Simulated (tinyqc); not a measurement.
# Magnetoresistance against angle

Conductance G = G0 (1 + P1 P2 cos(phi)) at low bias, phi the angle between the magnetisations, normalised to Rp = RA/area at phi = 0.

Inputs (values chosen for the exercise): diameter Dm = 58 nm; spin polarisation of the reference layer P1 = 0.52; spin polarisation of the free layer P2 = 0.65; resistance-area product, parallel state RA = 7.4 ohm um^2.

Magnetoresistance against angle:

| phi (degree) | R (kohm) | R/Rp - 1 (%) | share of the full TMR (%) |
|---|---|---|---|
| 0 | 2.801 | 0 | 0 |
| 20 | 2.844 | 1.547 | 1.515 |
| 45 | 3.025 | 7.990 | 7.825 |
| 70 | 3.359 | 19.94 | 19.52 |
| 90 | 3.748 | 33.80 | 33.10 |
| 110 | 4.237 | 51.29 | 50.23 |
| 135 | 4.924 | 75.82 | 74.25 |
| 160 | 5.492 | 96.08 | 94.09 |
| 180 | 5.661 | 102.1 | 100.0 |

Read the table: what changes, and by how much?

R rises from 2.80 to 5.66 kohm, TMR0 = 102 %. It is the conductance that follows cos(phi), so at 90 degrees R has covered only (1 - P1 P2)/2 = 33.1 % of its range.

Computed by the program tinyqc: `OMP_NUM_THREADS=1 python tinyqc.py 2450021 2450022 out.jsonl`, one thread of a shared Intel Xeon 2.30GHz, about 0.01 s for the whole run.
